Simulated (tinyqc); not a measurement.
Vacuum evaporation: vapour pressure, source flux, thickness distribution, purity and step coverage: one step, computed by the program tinyqc. Command: `OMP_NUM_THREADS=1 python tinyqc.py 3112870 3112871 out.jsonl evap walk`. One thread of a shared host (Intel(R) Xeon(R) Processor @ 2.30GHz), about 0.01 s of CPU time with the checks.

Molecular flow, unit sticking of the metal, no re-evaporation. The background gas is taken as water vapour (18.015 g/mol, collision diameter 0.37 nm) at 300 K.

Task: Scattering and purity. Mean free path lambda = k_B T_g/(sqrt2 pi d^2 p); unscattered share exp(-h/lambda); gas arrival p/sqrt(2 pi m_g k_B T_g); impurity ratio = sticking x gas arrival/metal arrival; monolayer time = 1e15 cm^-2/(sticking x gas arrival).

Inputs (values chosen for the exercise, modelled on titanium, with constants for the liquid):

| quantity | value | unit |
|---|---|---|
| source temperature T | 2030 | K |
| source-to-wafer distance h | 36 | cm |
| background pressure p | 6e-07 | Pa |
| sticking of background gas | 0.5 | - |

arrival rate at the centre = 1.132237e+14 1/(cm^2 s)

Constants: k_B = 1.380649e-23 J/K; u = 1.6605390666e-27 kg.

Give: mean free path; unscattered share; gas arrival rate; impurity ratio; monolayer time.

Result:

mean free path = 11350 m

unscattered share = 1.0000

gas arrival rate = 2.150e+12 1/(cm^2 s)

impurity ratio = 0.009496

monolayer time = 930.1 s
